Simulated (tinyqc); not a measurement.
Inside a calculation. Model: n-type polysilicon, carrier trapping at grain boundaries.

Numbers from tinyqc (`OMP_NUM_THREADS=1 python tinyqc.py 2830194 2830195 out.jsonl`; about 0.01 s on one thread of a shared Intel Xeon 2.30GHz). Printed values are rounded.

One-dimensional grains of size Lg, uniform ionised doping N, monovalent traps Qt at each boundary at a depth Et below (for electrons) or above (for holes) the band edge there, abrupt depletion of width W on each side of a boundary, Boltzmann statistics. xi is the distance from the band edge at the grain centre to the Fermi level. Trapped charge Qt/(1 + exp((xi + VB - Et)/Vt)) = 2 N W, barrier VB = q N W^2/(2 eps0 eps_r).

Values chosen for this exercise; values of the order met in polycrystalline silicon: temperature T = 300 K; relative permittivity eps_r = 11.7; conduction-band density of states at T NB = 2.8e19 cm^-3; grain size Lg = 230 nm; trap density of a grain boundary Qt = 6.6e11 cm^-2; depth of the trap level from the majority band edge at the boundary Et = 0.38 eV; mass for thermionic emission ms = 0.42 m0; correction factor of the emission rate fe = 0.25; mobility inside the grains mug = 79 cm^2/(V s); doping N = 8.9e16 cm^-3.

Constants: q = 1.602176634e-19 C, kB = 1.380649e-23 J/K, m0 = 9.1093837015e-31 kg, Vt = kB T/q, eps0 = 8.8541878128e-14 F/cm where lengths are in cm. Results are converted to the units shown.

## Starting value

W = 22 nm.

W at the start = 22 nm

## Iteration 1: new W

Partly depleted grain, xi = Vt ln(NB/N): f = 1/(1 + exp((xi + VB - Et)/Vt)), g = Qt f - 2 N W, g' = -2 Qt f (1 - f) VB/(W Vt) - 2 N, W(new) = W - g/g'.

VB = 0.0333105 V
f = 0.999529
g = 2.68089e11 cm^-2
g' = -1.78364e10 cm^-2/nm
W after iteration 1 = 37.0304 nm

## Iteration 2: new W

As before.

VB = 0.0943741 V
f = 0.995019
g = -2.42857e9 cm^-2
g' = -1.84449e10 cm^-2/nm
W after iteration 2 = 36.8987 nm

## Course of the iteration

Stop when the step is below 1e-10 nm, or after 40 iterations.

Course of the iteration:
```
iteration  W before the step (nm)  step (nm)
1                              22       15.0
2                         37.0304     -0.132
3                         36.8987   -6.67e-5
4                         36.8987  -1.68e-11
```

Converged in 4 iterations.

## Depletion width, Fermi level and barrier

If the trap equation with xi = Vt ln(NB/N) has a root W < Lg/2, the grain is partly depleted; otherwise W = Lg/2 and the trap equation gives xi = Et - VB + Vt ln(Qt/(N Lg) - 1). N* = Qt/Lg.

N* = 2.86957e16 cm^-3
W = 36.8987 nm
xi = 0.148683 V
VB = 0.0937038 V
share of traps filled = 0.995146

N is 3.10 N*, and the grain is partly depleted; VB = 3.62 Vt.

## Resistivity and effective mobility

n0 = NB exp(-xi/Vt); mean density n0 (1 - 2 W/Lg) by charge balance in a partly depleted grain, and n0 (sqrt(pi)/2) erf(u)/u with u = sqrt(VB/Vt) in a fully depleted one; v = sqrt(kB T/(2 pi ms m0)); barrier resistivity Vt exp(VB/Vt)/(q fe n0 v Lg); grain resistivity (1 - 2 W/Lg)/(q n0 mug); effective mobility 1/(q mean density total resistivity).

n0 = 8.9e16 cm^-3
mean density = 6.04436e16 cm^-3
v = 4.15091e6 cm/s
barrier resistivity = 2.84930 ohm cm
grain resistivity = 0.602883 ohm cm
resistivity = 3.45218 ohm cm
effective mobility = 29.9120 cm^2/(V s)

The resistivity is 3.89 times that of a single crystal with the same N and mobility mug, and the mean density is 67.9 % of N.
